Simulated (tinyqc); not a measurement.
Permittivity of the insulator from five potentials.

Problem. A node lies on a semiconductor-insulator interface. Steps: hs = tb/3 down into the semiconductor, ho = tox/2 up into the insulator, hy = L/6 sideways. The flux balance of its box reads eox (hy/ho)(above - node) + eps_r (hy/hs)(below - node) + [(eps_r hs + eox ho)/(2 hy)](left + right - 2 node) - q Na (hs/2) hy/eps0 = 0. Find eox.

Values chosen for this exercise; semiconductor permittivity close to that of silicon:
```
symbol  value   unit                                     meaning
eps_r    11.8         relative permittivity of the semiconductor
tb          8     nm                              body thickness
tox       6.6     nm                         insulator thickness
L          49     nm                              channel length
Na          0  cm^-3       acceptor density of the depleted body
```

Constants: q = 1.602176634e-19 C, eps0 = 8.8541878128e-14 F/cm where lengths are in cm. Results are converted to the units shown.

psi (V): node 0.47267548, above 0.34599105, below 0.56699157, left 0.28293865, right 1.21

Solution. The balance is linear in eox.

eox = 22.0

tinyqc, about 0.1 s, one thread, Intel Xeon 2.30GHz (shared host): `OMP_NUM_THREADS=1 python tinyqc.py 2480141 2480142 out.jsonl`
